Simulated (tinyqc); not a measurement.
Changing the fraction x of B: cluster expansion of a binary alloy: correlations, fit, cross-validation and ground states. Computed by tinyqc, a small Python program. Command: `OMP_NUM_THREADS=1 python tinyqc.py 3015149 3015150 out.jsonl clex sweep`. One thread of a shared host (Intel(R) Xeon(R) Processor @ 2.30GHz), about 0.07 s of CPU time with the checks.

s = +1 for A and -1 for B. Energy per site E = J0 + J1 P(point) + sum over clusters of m V P, with P the mean product of spins; V > 0 on a pair favours unlike neighbours. Clusters per site m: pair 1 2, pair 2 2, pair 3 2, triplet 4; the triplet is two first-neighbour bonds at a right angle. Formation energies are counted from the line between pure A and pure B, which removes J0 and J1.

Inputs (values chosen for the exercise, for a model alloy):
```
quantity                     value  unit
first-pair interaction V1     5.86   meV
second-pair interaction V2    -3.5   meV
third-pair interaction V3   -0.017   meV
triplet interaction Vt         1.1   meV
temperature T                  330     K
```

Lattice: square.

Constants: k_B = 8.617333262e-05 eV/K.

Method. Random alloy: P(pair) = p^2, P(triplet) = p^3, p = 1 - 2x, so H_mix = (p^2 - 1) sum m V(pairs) + (p^3 - p) m Vt; G_mix = H_mix + k_B T [x ln x + (1 - x) ln(1 - x)]. To first order in 1/T the Warren-Cowley parameter of shell 1 is alpha_1 = -(1 - p^2) V_eff/(k_B T), V_eff = V1 + (number of triplets on a first-neighbour bond) p Vt, that number being 4.

One run for each value:
```
fraction x of B  mixing enthalpy H_mix (meV/site)  mixing free energy G_mix (meV/site)  alpha_1
0.05                                     -1.64274                                -7.29  -0.0656
0.15                                     -3.96066                               -15.98  -0.1603
0.25                                     -5.16450                               -21.16  -0.2126
0.35                                     -5.46546                               -23.88  -0.2298
0.45                                     -5.07474                               -24.64  -0.2193
0.55                                     -4.20354                               -23.77  -0.1887
0.65                                     -3.06306                               -21.47  -0.1453
0.75                                     -1.86450                               -17.86  -0.0965
0.85                                     -0.81906                               -12.84  -0.0499
0.95                                     -0.13794                                -5.78  -0.0127
```

What does the table show, and why?

Over the rows, mixing enthalpy H_mix (meV/site) goes from -1.64 through a minimum among these rows, -5.47 at 0.350, to -0.138; mixing free energy G_mix (meV/site) goes from -7.29 through a minimum among these rows, -24.6 at 0.450, to -5.78; alpha_1 goes from -0.0656 through a minimum among these rows, -0.230 at 0.350, to -0.0127. Pairs alone give a parabola symmetric about x = 1/2; the triplet tilts it, and H_mix(0.25) - H_mix(0.75) = -3.30 meV.

Caution (rows 0.150, 0.250, 0.350, 0.450, 0.550): so large an alpha_1 is beyond the first-order expansion.

Extremes, crossings and ranges named in words are read from the listed rows.
